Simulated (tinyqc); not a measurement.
# Free and trapped electrons in a MOS channel with a dense trap tail: free and trapped charge against gate voltage

p-type body, charge-sheet picture, full ionisation (an idealisation for deep acceptors), Boltzmann statistics for free electrons. e = Ec - EF at the surface. Acceptor-like traps of density D(E) = D0 + De exp(-E/Ew) at depth E below Ec, from 0 to Eu, hold n_t = integral of D(E)/(1 + exp((e - E)/Vt)). psi = Eg - Vt ln(Nv/Na) - e; N_dep = sqrt(2 eps0 eps_r Na (psi - Vt)/q); n_f = sqrt(N_dep^2 + 2 eps0 eps_r Vt Nc exp(-e/Vt)/q) - N_dep; Vg = Vfb + psi + q (N_dep + n_t + n_f)/Cox, Cox = eps0 eox/tox.

Free share n_f/(n_f + n_t); swing ln 10 n_f/(dn_f/dVg); field-effect mobility mf q (dn_f/dVg)/Cox, for a constant mf; oxide field q (N_dep + n_t + n_f)/(eps0 eox).

Parameters, values chosen for the exercise; band and dielectric values close to those of 4H silicon carbide: temperature T = 300 K; band gap Eg = 3.3 eV; relative permittivity eps_r = 9.65; conduction-band density of states at T Nc = 1.71e19 cm^-3; valence-band density of states at T Nv = 2.51e19 cm^-3; relative permittivity of the insulator eox = 3.9; insulator thickness tox = 77 nm; acceptor density Na = 5.1e16 cm^-3; flat-band voltage without trapped charge Vfb = -1.98 V; constant background density of acceptor-like traps D0 = 7.3e10 cm^-2 eV^-1; density of the tail at the conduction edge De = 5.2e12 cm^-2 eV^-1; decay energy of the tail Ew = 0.13 eV; depth below Ec down to which the traps reach Eu = 0.83 eV; mobility of free electrons mf = 140 cm^2/(V s).

Constants: q = 1.602176634e-19 C, kB = 1.380649e-23 J/K, Vt = kB T/q, eps0 = 8.8541878128e-14 F/cm where lengths are in cm. Results are converted to the units shown.

Results:

| Vg (V) | e (eV) | n_f (cm^-2) | n_t (cm^-2) | free share (%) | swing (mV/decade) | field-effect mobility (cm^2/(V s)) | oxide field (MV/cm) |
|---|---|---|---|---|---|---|---|
| 5.4 | 0.3763 | 9.203e5 | 7.191e10 | 0.001280 | 188.7 | 0.005617 | 0.5996 |
| 6.9 | 0.1169 | 1.988e10 | 3.428e11 | 5.482 | 756.4 | 30.27 | 0.7607 |
| 10 | 0.02408 | 5.845e11 | 6.002e11 | 49.34 | 5630 | 119.6 | 1.151 |
| 11.5 | 0.008441 | 9.566e11 | 6.404e11 | 59.90 | 8636 | 127.6 | 1.344 |
| 13.1 | -0.003780 | 1.372e12 | 6.665e11 | 67.31 | 1.198e4 | 131.9 | 1.550 |
| 14.6 | -0.01288 | 1.772e12 | 6.825e11 | 72.19 | 1.520e4 | 134.3 | 1.744 |
| 16.1 | -0.02051 | 2.177e12 | 6.936e11 | 75.84 | 1.847e4 | 135.7 | 1.938 |
| 17.7 | -0.02749 | 2.613e12 | 7.021e11 | 78.82 | 2.200e4 | 136.8 | 2.145 |

Estimate the missing row, Vg = 8.5 V.

Computed row:

| Vg (V) | e (eV) | n_f (cm^-2) | n_t (cm^-2) | free share (%) | swing (mV/decade) | field-effect mobility (cm^2/(V s)) | oxide field (MV/cm) |
|---|---|---|---|---|---|---|---|
| 8.5 | 0.04902 | 2.499e11 | 5.272e11 | 32.16 | 2870 | 100.3 | 0.9596 |

With this row back in the table: n_f reaches 1e11 cm^-2 at Vg = 7.65 V, against 6.04 V without traps. The free share rises from 0.00128 to 78.8 % and the field-effect mobility rises from 0.00562 to 137 cm^2/(V s), although mf = 140 is constant: in the last row 97.7 % of Cox dVg goes into free electrons. The swing in the first row is 189 mV a decade (Vt ln 10 = 59.5). For Vg = 8.5, 10, 11.5, 13.1, 14.6, 16.1, 17.7 EF lies less than 2 Vt below the band edge, or above it, where degeneracy and confinement, left out, matter.

Numbers from tinyqc (`OMP_NUM_THREADS=1 python tinyqc.py 2222121 2222122 out.jsonl`; about 0.02 s on one thread of a shared Intel Xeon 2.30GHz).
